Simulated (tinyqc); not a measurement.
Six-band Luttinger-Kohn model with strain: sweeps and comparisons. A value that a table varies takes the place of the one given here.

Six-band Luttinger-Kohn model in the basis |3/2,3/2>, |3/2,1/2>, |3/2,-1/2>, |3/2,-3/2>, |1/2,1/2>, |1/2,-1/2>, electron energies, zero at the top of the unstrained valence band. H = -[rows: (P+Q, -S, R, 0, -S/r2, r2 R); (-S*, P-Q, 0, R, -r2 Q, r32 S); (R*, 0, P-Q, S, r32 S*, r2 Q); (0, R*, S*, P+Q, -r2 R*, -S*/r2); (-S*/r2, -r2 Q, r32 S, -r2 R, P+Dso, 0); (r2 R*, r32 S*, r2 Q, -S/r2, 0, P+Dso)], r2 = sqrt(2), r32 = sqrt(3/2). Levels are twofold.

P = c g1 k^2 - av tr(e); Q = c g2 (kx^2 + ky^2 - 2 kz^2) - (b/2)(exx + eyy - 2 ezz); R = c sqrt3 [-g2 (kx^2 - ky^2) + 2i g3 kx ky] + (sqrt3/2) b (exx - eyy) - i d exy; S = 2 c sqrt3 g3 (kx - i ky) kz - d (exz - i eyz); c = hbar^2/2m0, e the strain tensor (not engineering shear).

s11 = (C11 + C12)/((C11 - C12)(C11 + 2 C12)), s12 = -C12/((C11 - C12)(C11 + 2 C12)), s44 = 1/C44; exx = s11 sxx + s12 (syy + szz) and cyclic, exy = s44 sxy/2; tension is positive. A uniaxial stress X along the unit vector n is s_ij = X n_i n_j.

Constants: hbar^2/2m0 = 3.80998211 eV angstrom^2.

Values chosen for the exercise (near those of Ge; shifted at random, so the results belong to these values and not to a real crystal): Dso = 0.289 eV (spin-orbit splitting); g1 = 13.44 (Luttinger gamma1); g2 = 4.24 (gamma2); g3 = 5.69 (gamma3); av = 1.26 eV (valence hydrostatic potential); b = -2.57 eV (tetragonal shear potential); d = -5.3 eV (trigonal shear potential); C11 = 125.3 GPa; C12 = 48.1 GPa; C44 = 68.1 GPa; load = uniaxial [001] (kind of stress); X1 = 0.6 GPa (size of the stress); E_h = 5 meV (hole energy below the top); X = -1.57 GPa (stress).

## Sweep of a uniaxial [001] stress

Edges at k = 0 and curvature masses of the top pair along [110] and [001] (step 0.0002 1/angstrom); at zero stress the top is fourfold and has no single curvature.

Edges and masses:

| X (GPa) | top (eV) | second (eV) | third (eV) | splitting (meV) | m [110] | m [001] |
|---|---|---|---|---|---|---|
| -3.00 | 0.1287 | -0.1169 | -0.3519 | 245.6 | 0.164 | 0.036 |
| -2.00 | 0.0786 | -0.0780 | -0.3238 | 156.6 | 0.151 | 0.037 |
| -1.00 | 0.0343 | -0.0390 | -0.3014 | 73.3 | 0.132 | 0.040 |
| 0.00 | 0.0000 | 0.0000 | -0.2890 | 0.0 | - | - |
| 1.00 | 0.0390 | -0.0192 | -0.2917 | 58.2 | 0.057 | 0.202 |
| 2.00 | 0.0780 | -0.0207 | -0.3121 | 98.7 | 0.057 | 0.202 |
| 3.00 | 0.1169 | -0.0074 | -0.3473 | 124.3 | 0.057 | 0.202 |

What does this show, and why?

The splitting reaches 245.6 meV under compression and 124.3 meV under the same tension; linear shear terms alone would make the two equal, and the difference comes from the coupling to the split-off band. At the ends of the sweep the top pair has a mass along [110] of 0.164 under compression and 0.057 under tension, so tension gives the lighter holes along [110]; along [001] it has 0.036 and 0.202. The top edge itself moves by +129 and +117 meV. The ends of the sweep mean strains up to 3.0 %, beyond the range of linear deformation potentials.

## Which stress helps holes along [110]

Each load has size X1 (biaxial: sxx = syy); masses are curvatures of the top pair at k = 0.

Results:

| load | splitting (meV) | top edge (meV) | m [110] | m [001] |
|---|---|---|---|---|
| uniaxial [110], compression | 32.0 | 13.4 | 0.039 | 0.135 |
| uniaxial [110], tension | 29.3 | 18.9 | 0.303 | 0.051 |
| uniaxial [100], compression | 42.5 | 19.1 | 0.062 | 0.123 |
| uniaxial [100], tension | 37.0 | 23.4 | 0.088 | 0.057 |
| uniaxial [111], compression | 28.2 | 11.3 | 0.050 | 0.074 |
| uniaxial [111], tension | 25.6 | 16.9 | 0.129 | 0.074 |
| biaxial (001), compression | 37.0 | 13.1 | 0.057 | 0.202 |
| biaxial (001), tension | 42.5 | 29.4 | 0.123 | 0.042 |

How do the results move?

The lightest mass along [110] (0.039) comes with uniaxial [110], compression. The largest splitting (42.5 meV) comes with uniaxial [100], compression; biaxial (001), tension. The heaviest mass along [001] (0.202), which lowers the confinement energy in a (001) channel, comes with biaxial (001), compression. The splitting per GPa follows b (s11 - s12) for loads along cube axes and d s44 for [111]: here 2 |b| (s11 - s12) = 66.6 and |d| s44/sqrt3 = 44.9 meV per GPa in the limit of large Dso; where the splitting nears Dso, mixing with the split-off band makes it depend on the sign of the load.

## Warping of the constant-energy contours (six-band Luttinger-Kohn model)

No strain (e = 0). In the plane kz = 0, |k| where the top and second pairs lie E_h below the top, against the angle from [100]; m = c k^2/E_h.

Contours:

| angle (degrees) | k top (1/angstrom) | k second (1/angstrom) | m top (m0) | m second (m0) |
|---|---|---|---|---|
| 0 | 0.0163 | 0.0078 | 0.202 | 0.046 |
| 9 | 0.0167 | 0.0077 | 0.212 | 0.045 |
| 18 | 0.0179 | 0.0076 | 0.243 | 0.044 |
| 27 | 0.0196 | 0.0075 | 0.293 | 0.043 |
| 36 | 0.0214 | 0.0074 | 0.348 | 0.042 |
| 45 | 0.0222 | 0.0074 | 0.375 | 0.042 |

What can be read from the table?

The heavy contour reaches 1.364 times as far along [110] as along [100], the light one 0.953 times. The warping follows g3 - g2 = 1.45 and would vanish for g2 = g3. Along [100] the heavy mass is 1/(g1 - 2 g2) = 0.202 at any energy, while the light one is 0.0459, against 1/(g1 + 2 g2) = 0.0456 at the edge, for E_h/Dso = 0.02.

## What each parameter does

Edges at k = 0 under a uniaxial [001] stress X and the curvature mass of the top pair along [110] (step 0.0002 1/angstrom). Each row changes one parameter from the base and keeps the others.

Results:

| case | top (eV) | second (eV) | third (eV) | mass (m0) |
|---|---|---|---|---|
| base | 0.0587 | -0.0612 | -0.3133 | 0.143 |
| g2 = 5.088 | 0.0587 | -0.0612 | -0.3133 | 0.175 |
| C11 = 150.36 GPa | 0.0407 | -0.0475 | -0.3062 | 0.135 |
| X = -1.884 GPa | 0.0731 | -0.0734 | -0.3208 | 0.149 |
| C12 = 57.72 GPa | 0.0709 | -0.0679 | -0.3166 | 0.147 |
| d = -6.36 eV | 0.0587 | -0.0612 | -0.3133 | 0.143 |
| g1 = 16.128 | 0.0587 | -0.0612 | -0.3133 | 0.103 |
| b = -2.056 eV | 0.0431 | -0.0507 | -0.3082 | 0.137 |

How do the results move?

The largest shifts from the base row, up to three for each result and ties (the steps differ in size, so this ranks the rows, not the parameters). top (eV): C11 -0.0180, b -0.0155, X +0.0144; unchanged at the printed digits by g2, d and g1. second (eV): C11 +0.0137, X -0.0122, b +0.0105; unchanged at the printed digits by g2, d and g1. third (eV): X -0.0076, C11 +0.0070, b +0.0051; unchanged at the printed digits by g2, d and g1. mass (m0): g1 -0.040, g2 +0.032, C11 -0.008; unchanged at the printed digits by d. The Luttinger parameters multiply k^2 and cannot move the edges; av shifts all edges alike and leaves the mass.

Program tinyqc; command `OMP_NUM_THREADS=1 python tinyqc.py 1080309 1080310 out.jsonl`; about 0.04 s on one thread of a shared Intel(R) Xeon(R) Processor @ 2.30GHz.
